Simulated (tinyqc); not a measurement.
Transmission spectrum against simple models: phonon transmission through an interface between two chains by Green functions. Computed by tinyqc, a small Python program. Command: `OMP_NUM_THREADS=1 python tinyqc.py 3002932 3002933 out.jsonl agf walk`. One thread of a shared host (Intel(R) Xeon(R) Processor @ 2.30GHz), about 0.01 s of CPU time with the checks.

Two semi-infinite chains (masses m_1, m_2; springs k_1, k_2), motion along the chain. The central region holds the end atom of each chain, joined by springs k_b. lambda = omega^2 in eV/(angstrom^2 u); nu = 15.6333042 THz x sqrt(lambda).

Inputs (values chosen for the exercise, for two model chains): mass m_1 = 49.7 u; spring k_1 = 11.7 eV/angstrom^2; mass m_2 = 41.9 u; spring k_2 = 5.58 eV/angstrom^2; junction spring k_b = 1.28 eV/angstrom^2; probe frequency / lower band top = 0.91.

Atoms in the interlayer: none.

Constants: nu for 1 eV/(angstrom^2 u) = 15.6333042 THz.

Method:
- nu_max = 15.6333042 THz x 2 sqrt(k/m); impedance Z = sqrt(k m); long-wave transmission 4 Z_1 Z_2/(Z_1 + Z_2)^2; the probe frequency is the given share of the lower band top.
- In chain i, sin(q_i a/2) = nu/nu_max,i. An outgoing wave makes the next atom move as exp(i q_i a) times the end atom, so the lead adds the self-energy Sigma_i = -k_i exp(i q_i a) to the force-constant matrix; Gamma_i = -2 Im Sigma_i = 2 k_i sin(q_i a).
- A = lambda M - K - Sigma over the central atoms, with K_ii the sum of the springs at i, K_(i,i+1) = -k_b; G = inverse of A; transmission = Gamma_1 Gamma_2 |G_(first,last)|^2.
- Long-wave value 4 Z_1 Z_2/(Z_1 + Z_2)^2. Continuum estimate, with omega = sqrt(lambda): a massless extra compliance c = 1/k_b - 1/(2 k_1) - 1/(2 k_2), tau = long-wave value/[1 + (omega c Z_1 Z_2/(Z_1 + Z_2))^2].

band top of chain 1 = 15.1703 THz

band top of chain 2 = 11.4101 THz

long-wave transmission = 0.949860

Z_1 = 24.1141 sqrt(eV u)/angstrom

Z_2 = 15.2906 sqrt(eV u)/angstrom

Transmission:
```
nu/nu_top  nu (THz)  Green function  long-wave value  continuum estimate
0.05          0.571         0.90543          0.94986             0.90540
0.15          1.712         0.65565          0.94986             0.65875
0.25          2.853         0.41521          0.94986             0.42642
0.35          3.994         0.25982          0.94986             0.27889
0.45          5.135         0.16601          0.94986             0.19085
0.55          6.276         0.10798          0.94986             0.13685
0.65          7.417         0.07041          0.94986             0.10216
0.75          8.558         0.04482          0.94986             0.07884
0.85          9.699         0.02640          0.94986             0.06253
0.92         10.497         0.01591          0.94986             0.05390
0.98         11.182         0.00672          0.94986             0.04782
```

What follows from these numbers?

The transmission starts at the impedance value 0.950 and vanishes at the lower band top, 11.41 THz, above which chain 2 has no states. It first falls below half of that value at nu/nu_top = 0.25. The continuum estimate is within 0.05 up to nu/nu_top = 0.98; it leaves out dispersion.
